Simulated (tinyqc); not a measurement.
Two-mode optical phonons of a ternary alloy from two coupled oscillators. Changing the fraction x of A. Computed by tinyqc, a small Python program. Command: `OMP_NUM_THREADS=1 python tinyqc.py 3003744 3003745 out.jsonl twomode sweep`. One thread of a shared host (Intel(R) Xeon(R) Processor @ 2.30GHz), about 0.01 s of CPU time with the checks.

An alloy A(x)B(1-x)C has an A-C and a B-C bond oscillator. Each TO frequency moves linearly from the impurity mode (dilute end) to the TO of the pure crystal; each strength is proportional to the number of bonds.

Inputs (values chosen for the exercise, modelled on Al(x)Ga(1-x)As, with A-C the AlAs-like and B-C the GaAs-like bond): omega_TO of pure AC = 358.5 1/cm; omega_LO of pure AC = 404.8 1/cm; omega_TO of pure BC = 267.7 1/cm; omega_LO of pure BC = 291.1 1/cm; eps_inf of AC = 8.04; eps_inf of BC = 11; impurity mode of A in BC = 353 1/cm; impurity mode of B in AC = 252.9 1/cm; electron mass m* = 0.18 m_0.

Constants: e^2/(4 pi eps_0) = 14.39964548 eV angstrom; hbar^2/(2 m_0) = 3.80998212 eV angstrom^2; 1 THz = 33.35640952 1/cm; h x 1 THz = 4.135667696 meV.

Method:
- omega_1 = (impurity mode of A) + x (omega_TO,AC - impurity mode of A); omega_2 = (impurity mode of B) + (1 - x)(omega_TO,BC - impurity mode of B); eps_inf = x eps_AC + (1 - x) eps_BC; strengths W_1 = x eps_AC (omega_LO,AC^2 - omega_TO,AC^2), W_2 = (1 - x) eps_BC (omega_LO,BC^2 - omega_TO,BC^2).
- eps(omega) = eps_inf + W_1/(omega_1^2 - omega^2) + W_2/(omega_2^2 - omega^2) = 0 is the eigenproblem of the matrix [[omega_1^2 + W_1/eps_inf, sqrt(W_1 W_2)/eps_inf], [sqrt(W_1 W_2)/eps_inf, omega_2^2 + W_2/eps_inf]] for omega_LO^2.
- Uncoupled values keep the diagonal alone. eps_s = eps_inf + W_1/omega_1^2 + W_2/omega_2^2.
- The polar coupling of mode j is c_j = (u_j . sqrt(W))^2/(eps_inf^2 omega_j^2), u_j its eigenvector and omega_j here its LO frequency; the c_j add up to 1/eps_inf - 1/eps_s. Froehlich constant alpha_j = (e^2/(4 pi eps_0)) c_j k_j/(2 E_j), E_j = h c omega_j, k_j = sqrt(m* E_j/(hbar^2/(2 m_0))).

One run for each value:
```
fraction x of A  upper LO mode (1/cm)  lower LO mode (1/cm)  share of the upper mode   eps_s  eps_inf
0.035                          354.87                289.56                  0.07822  12.920  10.8964
0.140                          360.32                285.17                  0.26920  12.657  10.5856
0.240                          365.37                281.20                  0.40995  12.399  10.2896
0.340                          370.36                277.36                  0.52483  12.137   9.9936
0.450                          375.84                273.24                  0.63074  11.841   9.6680
0.550                          380.86                269.54                  0.71372  11.566   9.3720
0.660                          386.47                265.49                  0.79435  11.256   9.0464
0.760                          391.69                261.82                  0.86040  10.968   8.7504
0.860                          397.04                258.13                  0.92123  10.674   8.4544
0.970                          403.11                254.03                  0.98363  10.343   8.1288
```

Over the rows, upper LO mode (1/cm) rises from 355 to 403 (exponent d ln y / d ln x 0.011 between the first rows and 0.13 between the last); lower LO mode (1/cm) falls from 290 to 254 (exponent d ln y / d ln x -0.011 between the first rows and -0.13 between the last); share of the upper mode rises from 0.0782 to 0.984 (exponent d ln y / d ln x 0.89 between the first rows and 0.54 between the last). Both TO lines are straight by construction; the LO lines bend because the splitting depends on the number of bonds and on the coupling of the two oscillators through the field.
